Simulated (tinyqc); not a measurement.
Inside a calculation. Model: ballistic Schottky-barrier transistor with a two-dimensional channel, WKB contacts.

Program tinyqc, `OMP_NUM_THREADS=1 python tinyqc.py 2390148 2390149 out.jsonl`; Intel Xeon 2.30GHz, shared host, one thread, about 0.9 s. Printed values are rounded.

Source Fermi level 0, drain Fermi level -Vd. Far from the contacts Ec = pn - psi, and the gate moves psi one to one; the band edges relax as exp(-x/lam) from pn at the source and pn - Vd at the drain; Ev = Ec - Eg. A carrier of energy w inside the channel band meets at a contact a barrier of height D (the contact edge beyond the channel edge): T = 1 for w >= D, else exp(-S), S = 4 lam sqrt(m/C) [sqrt(D - w) - sqrt(w) arctan sqrt((D - w)/w)], C = hbar^2/(2 m0). The two contacts combine as Ts Td/(Ts + Td - Ts Td).

Values chosen for this exercise; channel values close to those of a black phosphorus layer:

| symbol | value | unit | meaning |
|---|---|---|---|
| T | 250 | K | temperature |
| Eg | 0.805 | eV | band gap |
| pn | 0.36 | eV | barrier for electrons at both contacts |
| mn | 0.15 | m0 | electron mass |
| mp | 0.15 | m0 | hole mass |
| g | 1 |  | valleys or subbands |
| lam | 4.3 | nm | screening length at the contacts |
| Vd | 0.5 | V | drain bias |
| ps | 0.54 | V | band shift psi of the channel by the gate |
| w0 | 0.22 | eV | energy of one carrier inside the channel band |
| wm | 0.69 | eV | upper end of the grid |
| nE | 17 |  | points of the grid |

Constants: q = 1.602176634e-19 C, kB = 1.380649e-23 J/K, hbar = 1.054571817e-34 J s, h = 6.62607015e-34 J s, m0 = 9.1093837015e-31 kg, Vt = kB T/q, hbar^2/(2 m0) = 0.0380998212 eV nm^2. Results are converted to the units shown.

Range of the model: No scattering, image-force lowering, channel charge or band-to-band tunnelling; parabolic kappa overstates S deep in the gap.

## Band edges and barriers

Electrons: Ds = psi, Dd = psi - Vd, Es = Ec, Ed = Ec + Vd. Holes: Ds = -psi, Dd = Vd - psi, Es = -Ev, Ed = -Ev - Vd. The size of each current is taken; both flow from drain to source and add.

Ec = -0.18 eV
Ev = -0.985 eV
D for electrons (eV): source 0.5400000, drain 0.0400000
D for holes (eV): source -0.5400000, drain -0.0400000

A negative D is no barrier. Here the electrons carry the larger current.

## Transmission of one of the electrons

S and T at both contacts for w = w0, and the tunnelling distance lam ln(D/w) at the higher barrier.

S at the source = 5.242735
S at the drain = 0
combined T = 0.005285782
tunnelling distance = 3.861149 nm

## Current of the electrons on a coarse grid

I/W = g (2 q^2/h) int T(w) [N(Es + w) - N(Ed + w)] dw with w the energy of motion along the channel, N(y) = (1/2 pi) sqrt(pi m kB T/C) Fm(-y/kB T), Fm(x) = (1/sqrt(pi)) int_0^infinity u^(-1/2)/(1 + exp(u - x)) du. Electrons: Ds = psi, Dd = psi - Vd, Es = Ec, Ed = Ec + Vd. Holes: Ds = -psi, Dd = Vd - psi, Es = -Ev, Ed = -Ev - Vd. The size of each current is taken; both flow from drain to source and add. Simpson's rule on nE equally spaced w from 0 to wm.

```
point     w (eV)            Ts           Td             T  size of the supply difference (1/um)
0      0.0000000  1.283355e-11  0.001085594  1.283355e-11                              266.2494
1      0.0431250   3.201124e-7            1   3.201124e-7                              230.9280
2      0.0862500   1.158340e-5            1   1.158340e-5                              188.2435
3      0.1293750   1.411364e-4            1   1.411364e-4                              132.0403
4      0.1725000   9.701809e-4            1   9.701809e-4                              61.10289
5      0.2156250   0.004589751            1   0.004589751                              13.87874
6      0.2587500    0.01652639            1    0.01652639                              2.085742
7      0.3018750    0.04801562            1    0.04801562                             0.2862023
8      0.3450000     0.1167259            1     0.1167259                            0.03874692
9      0.3881250     0.2429161            1     0.2429161                           0.005236014
10     0.4312500     0.4384628            1     0.4384628                           7.073852e-4
11     0.4743750     0.6888858            1     0.6888858                           9.556448e-5
12     0.5175000     0.9302385            1     0.9302385                           1.291026e-5
13     0.5606250             1            1             1                           1.744108e-6
14     0.6037500             1            1             1                           2.356197e-7
15     0.6468750             1            1             1                           3.183097e-8
16     0.6900000             1            1             1                           4.300195e-9
```

current = 0.6588254 uA/um

A converged quadrature gives 0.6625 uA/um; this grid is 0.55 % below that. 0.00114 % of it passes over both barriers, the rest tunnels. The other carrier adds 2.29e-8 uA/um.
